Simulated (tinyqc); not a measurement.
On-chip interconnect, size-dependent resistivity and RC delay: two steps of the calculation.

A rectangular line between two neighbours and two ground planes. Surface and grain-boundary scattering are added to the bulk resistivity as corrections; capacitances are parallel-plate values without fringing; inductance is ignored.

Values chosen for this exercise; metal values close to those of copper:
- Lw = 6.1 um (line length)
- Rd = 14000 ohm (driver resistance)
- Cl = 0.067 fF (load capacitance)
- dt = 0.82 ps (time step)

Task 1. Ladder and Elmore delays. 4 equal pi sections: series Rs = r Lw/4; node capacitances c Lw/4, halved at nodes 0 and 4, with Cl added to node 4; Rd feeds node 0. Elmore delay of node k: the sum, over the resistors on the path to k, of resistance times all capacitance downstream of it.

r = 4.4289614 ohm/um
c = 0.046209022 fF/um

Find: Rs; C; Elmore delay.

Result 1.

Rs = 6.754 ohm

| node | C (fF) | Elmore delay (ps) |
|---|---|---|
| 0 | 0.03523 | 4.884 |
| 1 | 0.07047 | 4.886 |
| 2 | 0.07047 | 4.888 |
| 3 | 0.07047 | 4.889 |
| 4 | 0.1022 | 4.890 |

The far-end value equals Rd (c Lw + Cl) + r Lw (c Lw/2 + Cl) for any number of pi sections; the line resistance contributes 0.115 % of it.

Task 2. Node voltages after a time step. A 1 V step is applied behind Rd at t = 0. C dv/dt = -G v + b, with G the conductance matrix of the ladder (1/Rs between neighbours, 1/Rd added at node 0) and b = (1 V/Rd, 0, ...). Backward Euler step: (C/dt + G) v(new) = (C/dt) v + b.

Rs = 6.7541661 ohm

| node | C (fF) | v at t = 1 dt (V) |
|---|---|---|
| 0 | 0.035234380 | 0.14432623 |
| 1 | 0.070468759 | 0.14395531 |
| 2 | 0.070468759 | 0.14366794 |
| 3 | 0.070468759 | 0.14346396 |
| 4 | 0.10223438 | 0.14334325 |

Give: v at t = 2 dt.

Result 2.

v at t = 2 dt, node 0 to 4 (V): [0.2672, 0.2669, 0.2667, 0.2665, 0.2664]

Program tinyqc, `OMP_NUM_THREADS=1 python tinyqc.py 2100043 2100044 out.jsonl`; Intel Xeon 2.30GHz, shared host, one thread, about 0.01 s.
